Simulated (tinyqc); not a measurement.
Elastic strain and critical thickness of a cubic alloy layer A(1-x)B(x) on a thick substrate: one step, computed by the program tinyqc.

Strain is positive in tension. The layer is coherent with the substrate unless said otherwise.

Problem. Alloy by Vegard's rule, and misfit. a = (1 - x) a_A + x a_B, the same rule for each C_ij; misfit f = (a_S - a)/a, the in-plane strain of the coherent layer.

Inputs (values chosen for the exercise, for a model alloy):

| quantity | value | unit |
|---|---|---|
| fraction x of B | 0.14 | - |
| lattice constant a_A | 5.869 | angstrom |
| lattice constant a_B | 6.058 | angstrom |
| substrate lattice constant a_S | 5.862 | angstrom |

C11, C12, C44 of A (GPa): 96.67  62.39  43.81

C11, C12, C44 of B (GPa): 91.08  47.82  41.57

Give: free lattice constant a; elastic constants; misfit f.

Solution.

free lattice constant a = 5.89546 angstrom

elastic constants (GPa): C11 95.8874, C12 60.3502, C44 43.4964

misfit f = -0.0056756

The layer is compressed in the plane by 0.57 %.
